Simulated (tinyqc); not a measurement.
Inside a calculation. Method: tight binding, honeycomb lattice. One step of it, computed by the program tinyqc.

Task: Bloch Hamiltonian at k. H_AB = -t1 (1 + exp(-i k.a1) + exp(-i k.a2)); H_AA = delta - 2 t2 sum cos(k.b + phi), H_BB = -delta - 2 t2 sum cos(k.b - phi), b = a1, a2 - a1, -a2.

Parameters chosen for this model:
```
parameter,value,unit
t1,2.320000,"eV, nearest"
t2,0.100000,"eV, second neighbours"
phi,-0.010000,"rad, phase of t2 (Haldane)"
delta,0.380000,"eV, +/- on A and B"
```

k point k (fractions of the reciprocal vectors): 0.470000  0.000000

Give: H(k) at k.

Result:

H(k) at k (eV):
```
,A,B
A,0.5729,-2.3611+0.4347i
B,-2.3611-0.4347i,-0.1871
```
